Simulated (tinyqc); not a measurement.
Worked calculation: CISD on RHF in the sto-6g basis, for H2, spin multiplicity 1. One step of it, computed by the program tinyqc.

Question. Integrals over molecular orbitals. (pq|rs) = sum C_ip C_jq C_kr C_ls (ij|kl), one index at a time.

coefficients C:
```
            MO1        MO2
1H 1s  0.538750   1.342661
2H 1s  0.538750  -1.342661
```

core Hamiltonian H = T + V (hartree):
```
           1H 1s      2H 1s
1H 1s  -1.191935  -1.078316
2H 1s  -1.078316  -1.191935
```

Two-electron integrals (ij|kl) in chemists' order, unique and non-zero (hartree):
```
(11|11) 0.774999   (21|11) 0.500362   (21|21) 0.365172   (22|11) 0.606536
(22|21) 0.500362   (22|22) 0.774999
```

Give: one-electron integrals over orbitals h = C^T H C; Two-electron integrals over orbitals.

Answer.

one-electron integrals over orbitals h = C^T H C (hartree):
```
         1        2
1  -1.3179   0.0000
2   0.0000  -0.4097
```

Two-electron integrals over orbitals (pq|rs), unique and non-zero (hartree):
```
(11|11) 0.6931   (21|21) 0.1763   (22|11) 0.6815   (22|22) 0.7178
```
